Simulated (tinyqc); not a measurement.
# Gate-all-around wire with two subbands, quantum capacitance: effects of single changes

phi is the Fermi level above the lowest subband edge, in volts; Vg is counted from the gate voltage at which an empty wire would have phi = 0. Both directions of motion are filled (equilibrium).

Inputs (values chosen for the exercise):
- T = 150 K (temperature)
- eox = 8.75 (relative permittivity of the gate insulator (close to aluminium oxide))
- tox = 3.1 nm (insulator thickness)
- md = 0.37 m0 (mass along the wire)
- gv = 1 (valley degeneracy)
- E2 = 0.15 eV (second subband above the first)
- g2 = 2 (orbital degeneracy of the second subband)
- rw = 2.9 nm (radius of the wire)
- Vg = 0.77 V (gate voltage)

Constants: q = 1.602176634e-19 C, kB = 1.380649e-23 J/K, hbar = 1.054571817e-34 J s, m0 = 9.1093837015e-31 kg, Vt = kB T/q, eps0 = 8.8541878128e-14 F/cm where lengths are in cm. Results are converted to the units shown.

Each table varies one quantity; the others keep the values above.

## Effect of the gate voltage

N1 = gv sqrt(2 md m0 kB T/(pi hbar^2)); n1 = N1 F(phi/Vt), n2 = g2 N1 F((phi - E2)/Vt), n = n1 + n2, F(e) = (1/sqrt(pi)) int_0^infinity u^(-1/2) du/(1 + exp(u - e)); Cq = q dn/dphi = (q N1/Vt) [F'(phi/Vt) + g2 F'((phi - E2)/Vt)]. Cox = 2 pi eps0 eox/ln(1 + tox/rw) per length; Vg = phi + q n/Cox. 1/C_G = 1/Cox + 1/(Cq); dphi/dVg = Cox/(Cox + Cq).

The same in every row: Cox (pF/cm) = 6.6953.

Results:

| Vg (V) | phi (V) | n (cm^-1) | Cq (pF/cm) | C_G (pF/cm) | dphi/dVg | share of the second band (%) |
|---|---|---|---|---|---|---|
| -0.2 | -0.20000 | 0.38115 | 4.7244e-6 | 4.7244e-6 | 1.0000 | 0.0018249 |
| 0 | -0.013537 | 5.6570e5 | 5.6953 | 3.0775 | 0.54035 | 0.0022627 |
| 0.2 | 0.073226 | 5.2978e6 | 6.3075 | 3.2478 | 0.51491 | 0.19835 |
| 0.4 | 0.15197 | 1.0365e7 | 23.795 | 5.2251 | 0.21959 | 25.615 |
| 0.6 | 0.19563 | 1.6898e7 | 19.980 | 5.0148 | 0.25100 | 48.169 |
| 1 | 0.32823 | 2.8073e7 | 10.360 | 4.0670 | 0.39256 | 59.538 |
| 1.2 | 0.41108 | 3.2968e7 | 8.7218 | 3.7877 | 0.43428 | 61.433 |
| 1.4 | 0.50140 | 3.7552e7 | 7.6174 | 3.5633 | 0.46779 | 62.601 |
| 1.6 | 0.59783 | 4.1880e7 | 6.8114 | 3.3764 | 0.49570 | 63.380 |

Estimate the missing row, Vg = 0.8 V.

Computed row:

| Vg (V) | phi (V) | n (cm^-1) | Cq (pF/cm) | C_G (pF/cm) | dphi/dVg | share of the second band (%) |
|---|---|---|---|---|---|---|
| 0.8 | 0.25498 | 2.2776e7 | 13.193 | 4.4414 | 0.33664 | 56.062 |

With this row back in the table: As Vg goes from -0.2 to 1.6, Cq goes from 4.72e-6 through a maximum of 23.8 (at Vg = 0.4 among the rows listed) to 6.81 pF/cm, C_G/Cox goes from 7.06e-7 through a maximum of 0.780 (at Vg = 0.4 among the rows listed) to 0.504 and n rises from 0.381 to 4.19e7 cm^-1. Cq is below Cox for Vg = -0.2, 0, 0.2; there the density of states limits the response dn/dVg more than the insulator does. The peak of Cq mirrors the inverse-square-root peak of the density of states at a subband edge.

## Effect of the insulator thickness

Same model as above.

Results:

| tox (nm) | phi (V) | n (cm^-1) | Cq (pF/cm) | Cox (pF/cm) | C_G (pF/cm) | dphi/dVg | share of the second band (%) |
|---|---|---|---|---|---|---|---|
| 0.5 | 0.5595 | 4.021e7 | 7.100 | 30.60 | 5.763 | 0.8117 | 63.11 |
| 1.6 | 0.3469 | 2.926e7 | 9.905 | 11.08 | 5.230 | 0.5280 | 60.08 |
| 2.9 | 0.2534 | 2.264e7 | 13.29 | 7.023 | 4.595 | 0.3458 | 55.95 |
| 5.2 | 0.1962 | 1.697e7 | 19.86 | 4.739 | 3.826 | 0.1927 | 48.32 |
| 9.3 | 0.1670 | 1.275e7 | 25.94 | 3.388 | 2.997 | 0.1155 | 36.59 |
| 17 | 0.1481 | 9.810e6 | 22.10 | 2.527 | 2.268 | 0.1026 | 22.43 |
| 30 | 0.1315 | 7.987e6 | 13.21 | 2.004 | 1.740 | 0.1317 | 10.29 |

Estimate the missing row, tox = 0.9 nm.

Computed row:

| tox (nm) | phi (V) | n (cm^-1) | Cq (pF/cm) | Cox (pF/cm) | C_G (pF/cm) | dphi/dVg | share of the second band (%) |
|---|---|---|---|---|---|---|---|
| 0.9 | 0.4558 | 3.532e7 | 8.117 | 18.01 | 5.595 | 0.6893 | 62.09 |

With this row back in the table: As tox goes from 0.5 to 30, Cq goes from 7.10 through a maximum of 25.9 (at tox = 9.3 among the rows listed) to 13.2 pF/cm, C_G/Cox goes from 0.188 through a maximum of 0.897 (at tox = 17 among the rows listed) to 0.868 and n falls from 4.02e7 to 7.99e6 cm^-1. Cq is below Cox for tox = 0.5, 0.9, 1.6; there the density of states limits the response dn/dVg more than the insulator does. With the insulator thinned by a factor of 60.0, the charge grows only by 5.04 while Cox grows by 15.3.

Numbers from tinyqc (`OMP_NUM_THREADS=1 python tinyqc.py 2200044 2200045 out.jsonl`; about 0.01 s on one thread of a shared Intel Xeon 2.30GHz).
